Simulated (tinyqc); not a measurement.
Inside a calculation. Model: bias-temperature instability from a Gaussian distribution of capture and emission barriers. Computed by tinyqc, a small Python program that keeps every step. Command: `OMP_NUM_THREADS=1 python tinyqc.py 3003968 3003969 out.jsonl bti walk`. One thread of a shared host (Intel(R) Xeon(R) Processor @ 2.30GHz), about 0.01 s of CPU time with the checks. Intermediate numbers are printed to about 6 digits and carried at full precision; extremes and crossings named in words are read from the listed rows.

Each trap has a capture time tau_0 exp(E_c/(k_B T)) under stress and an emission time tau_0 exp(E_e/(k_B T)) after it. E_c is Gaussian, and E_e = E_c + d with d Gaussian and independent. A trap counts as filled once t_s exceeds its capture time and as emptied once t_r exceeds its emission time.

Inputs (values chosen for the exercise, for a model p-channel transistor):
```
quantity                                      value        unit
shift with all traps filled V_max               270          mV
mean capture barrier at zero field mu_c        1.67          eV
spread of capture barriers sigma_c             0.38          eV
lowering of mu_c per field k_F                0.039  eV/(MV/cm)
oxide field F                                   5.1       MV/cm
mean of E_e - E_c at the stress field, delta  0.033          eV
spread of E_e - E_c, sigma_d                   0.25          eV
time constant tau_0                           1e-11           s
temperature T                                    60           C
stress time t_s                                 200           s
recovery time t_r                               0.6           s
failure criterion                                20          mV
```

Constants: k_B = 8.617333262e-05 eV/K.

## Stress

Demarcation energies E_s = k_B T ln(t_s/tau_0), E_r = k_B T ln(t_r/tau_0); mean barrier mu = mu_c - k_F F; z = (E_s - mu)/sigma_c; Phi is the standard normal distribution. Temperatures in kelvin are T(C) + 273.15. Shift without recovery dV0 = V_max Phi(z); local time exponent n = d ln dV0/d ln t_s = (k_B T/sigma_c) exp(-z^2/2)/(sqrt(2 pi) Phi(z)); apparent activation energy n E_s.

E_s = 0.879253 eV

mean barrier mu = 1.4711 eV

z = -1.55749

shift without recovery dV0 = 16.1127 mV

time exponent n = 0.150169

apparent activation energy = 0.132037 eV

The stress has filled 6.0 % of the traps. The apparent energy 0.132 eV is only the share n of the barriers near 0.88 eV that are being crossed.

## Recovery

Remaining shift dV = V_max int_(-infinity)^(E_s) g(E_c) [1 - Phi((E_r - E_c - delta)/sigma_d)] dE_c, g the Gaussian density of E_c (Gauss-Legendre, 120 points over 7 sigma_c below E_s).

E_r = 0.712480 eV

remaining shift dV = 9.05304 mV

remaining share dV/dV0 = 0.561857

A measurement delay of t_r hides 44 % of the shift.

## Lifetime

Solve V_max Phi(z) = criterion for t_s; the power-law extrapolation from the stress point is t_s (criterion/dV0)^(1/n); 1 year = 3.15576e7 s.

log10 of the lifetime in s = 2.94135

log10 of the power-law estimate in s = 2.92607

The power law gives a time shorter by 0.02 decades, since n falls as traps fill; ten years is log10 = 8.50.

## What a measurement delay does to the time exponent

Columns: no delay, and delays of 1 us, 1 ms and 1 s.

Shift (mV):
```
t_s (s)   no delay     1 us     1 ms      1 s
1.00e+00    6.7846   5.7471   4.2845   2.3938
1.00e+01   10.0512   8.9092   7.0800   4.3754
1.00e+02   14.5028  13.2843  11.1191   7.5057
1.00e+03   20.3891  19.1194  16.6746  12.1391
1.00e+04   27.9408  26.6400  23.9837  18.5983
1.00e+05   37.3412  36.0231  33.2217  27.1245
1.00e+06   48.6949  47.3680  44.4761  37.8375
1.00e+07   61.9999  60.6690  57.7259  50.7132
```

Between 10 and 1000 s the apparent exponent is 0.154 without delay, 0.166 at 1 us, 0.186 at 1 ms and 0.222 at 1 s: a slow measurement loses more of a short stress than of a long one, which steepens the curve. Without delay the exponent falls from 0.171 to 0.105 over the table, so the growth is not a true power law. Caution: step-function filling and one Gaussian population are simplifications; real devices show several populations.

Checks made by the program: time exponent against a finite difference (relative difference below 1e-10).
